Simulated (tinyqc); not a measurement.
Inside a calculation. Method: plane-wave Kohn-Sham cycle with exchange-only LDA in a layered model solid. One step of it, computed by the program tinyqc.

Question. Iteration 2: levels at that k. Diagonalise the Hermitian matrix.

H (hartree):
```
           -3         -2         -1         +0         +1         +2         +3
-3   0.946764  -0.046693   0.054120  -0.000527  -0.000010   0.000001   0.000003
-2  -0.046693   0.249808  -0.046693   0.054120  -0.000527  -0.000010   0.000001
-1   0.054120  -0.046693  -0.168366  -0.046693   0.054120  -0.000527  -0.000010
+0  -0.000527   0.054120  -0.046693  -0.307758  -0.046693   0.054120  -0.000527
+1  -0.000010  -0.000527   0.054120  -0.046693  -0.168366  -0.046693   0.054120
+2   0.000001  -0.000010  -0.000527   0.054120  -0.046693   0.249808  -0.046693
+3   0.000003   0.000001  -0.000010  -0.000527   0.054120  -0.046693   0.946764
```

Give: eigenvalues.

Answer.

eigenvalues (hartree): -0.3346  -0.2290  -0.1080  0.2505  0.2641  0.9527  0.9530
